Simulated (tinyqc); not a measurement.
# Fermi-level pinning at a metal contact (Cowley-Sze model): what changes with what

Interface states of density Ds lie behind a thin layer of thickness dl. Neglecting the depletion charge, the barrier for electrons is phi = S (pM - chi) + (1 - S) E0 with S = 1/(1 + q Ds dl/(eps0 ei)); the barrier for holes is Eg - phi.

Parameters, values chosen for the exercise; material values close to those of silicon:
- Eg = 1.11 eV (band gap)
- chi = 3.99 eV (electron affinity)
- Ds = 2.3e13 cm^-2 eV^-1 (density of interface states)
- E0 = 0.89 eV (depth of their neutrality level below the conduction edge)
- dl = 0.33 nm (thickness of the interface layer)
- ei = 3 (its relative permittivity)
- pM = 4.66 eV (metal work function)

Constants: q = 1.602176634e-19 C, eps0 = 8.8541878128e-14 F/cm where lengths are in cm. Results are converted to the units shown.

Each table varies one quantity; the others keep the values above.

## Barrier against work function

phi is listed beside the Schottky-Mott value pM - chi.

Result of one run:
```
pM (eV),pM - chi (eV),phi (eV)
3.7,-0.2900,0.08056
```

What becomes of these results when the metal work function pM is changed from 3.7 to 5.8 eV, all else the same?

Result of the changed run:
```
pM (eV),pM - chi (eV),phi (eV)
5.8,1.810,1.521
```

The whole series:
```
pM (eV),pM - chi (eV),phi (eV)
3.4,-0.5900,-0.1252
3.7,-0.2900,0.08056
4,0.01000,0.2864
4.3,0.3100,0.4921
4.6,0.6100,0.6979
4.9,0.9100,0.9037
5.2,1.210,1.110
5.5,1.510,1.315
5.8,1.810,1.521
```

phi rises with slope S = 0.686, by 1.65 eV over 2.40 eV of work function, and equals the Schottky-Mott value at pM = chi + E0 = 4.88 eV. For pM = 3.4, 5.5, 5.8 phi lies outside the gap, where band states take over and the formula no longer holds.

## Unpinning by a thin insulator

Same model as above.

An inserted insulator of thickness t and permittivity 7.5 damps the metal-induced states, Ds(t) = Ds exp(-t/0.48 nm), and adds t/7.5 to dl/ei.

Results:
```
t (nm),Ds(t) (cm^-2 eV^-1),S,phi (eV)
0,2.300e13,0.6860,0.7391
0.3,1.231e13,0.7495,0.7251
0.6,6.590e12,0.8153,0.7106
1.2,1.888e12,0.9156,0.6886
1.5,1.011e12,0.9464,0.6818
1.8,5.409e11,0.9669,0.6773
2.1,2.895e11,0.9800,0.6744
2.4,1.550e11,0.9881,0.6726
```

Estimate the missing row, t = 0.9 nm.

Computed row:
```
t (nm),Ds(t) (cm^-2 eV^-1),S,phi (eV)
0.9,3.527e12,0.8720,0.6982
```

With this row back in the table: S rises from 0.686 to 0.988, and phi falls from 0.739 to 0.673 eV, towards pM - chi = 0.670 eV. The insulator also adds a tunnelling resistance, which is not counted here and sets a best thickness.

Computed by the program tinyqc: `OMP_NUM_THREADS=1 python tinyqc.py 2430061 2430062 out.jsonl`, one thread of a shared Intel Xeon 2.30GHz, about 0.01 s for the whole run.
